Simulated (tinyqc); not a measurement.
From results back to parameters: thresholds of impact ionisation and Auger recombination from band masses. Two cases, with inputs chosen for the exercise.

Problem. For parabolic bands the thresholds of impact ionisation are Eg (1 + 2 mu)/(1 + mu) for electrons and Eg (2 + mu)/(1 + mu) for heavy holes, mu = me/mh. Both are given.

Case 1.

thresholds for electrons and holes (eV): 0.916143  1.561857

Case 2.

thresholds for electrons and holes (eV): 0.445016  0.814984

Find: Eg; mu.

Solution. The sum is 3 Eg; mu = (E_e - Eg)/(2 Eg - E_e).

Case 1.

Eg = 0.826 eV
mu = 0.1225

Case 2.

Eg = 0.420 eV
mu = 0.0633

Computed by tinyqc, one run a case: `OMP_NUM_THREADS=1 python tinyqc.py N N+1 out.jsonl` with N = 1850138, 1850160; one thread of a shared Intel(R) Xeon(R) Processor @ 2.30GHz, about 0.01 s a run at most.
